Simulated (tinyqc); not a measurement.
Geometry relaxation of a small cluster: one step, computed by the program tinyqc. Command: `OMP_NUM_THREADS=1 python tinyqc.py 3016832 3016833 out.jsonl relax walk`. One thread of a shared host (Intel(R) Xeon(R) Processor @ 2.30GHz), about 0.01 s of CPU time with the checks.

E = sum_(i<j) phi(r_ij), phi(r) = eps [exp(-2 alpha (r - r0)) - 2 exp(-alpha (r - r0))]; the force on i is -sum_j phi'(r_ij) (R_i - R_j)/r_ij.

Task: The first two steps. BFGS: R(new) = R + B F with the inverse Hessian B = eta 1 at first; with s = R(new) - R, y = F - F(new), rho = 1/(y.s): B(new) = (1 - rho s y^T) B (1 - rho y s^T) + rho s s^T, skipped if y.s is not positive. No atom moves more than 0.3 angstrom a step (the whole step is scaled). Stop when the largest force component is below 1e-5 eV/angstrom.

Inputs (values chosen for the exercise, for model atoms): length r0 = 3.18 angstrom; well depth eps = 0.52 eV; stiffness alpha = 1.44 1/angstrom; step factor eta = 0.19 angstrom^2/eV.

Potential: Morse. Method: BFGS.

starting positions (angstrom), rows atom 1, atom 2, atom 3, atom 4, columns x, y, z:
```
[[0.11, 0.02, 0.09],
 [3.19, 0.27, -0.26],
 [1.64, 2.91, -0.2],
 [1.8, 0.86, 2.64]]
```

Give: positions after step 1; energy after step 1; positions after step 2; energy after step 2.

Result:

positions after step 1 (angstrom), rows atom 1, atom 2, atom 3, atom 4, columns x, y, z:
```
[[0.091, 0.046, 0.088],
 [3.242, 0.224, -0.238],
 [1.596, 2.895, -0.142],
 [1.812, 0.894, 2.562]]
```

energy after step 1 = -3.082 eV

positions after step 2 (angstrom), rows atom 1, atom 2, atom 3, atom 4, columns x, y, z:
```
[[0.070, 0.076, 0.051],
 [3.275, 0.182, -0.209],
 [1.549, 2.829, -0.035],
 [1.845, 0.974, 2.463]]
```

energy after step 2 = -3.105 eV
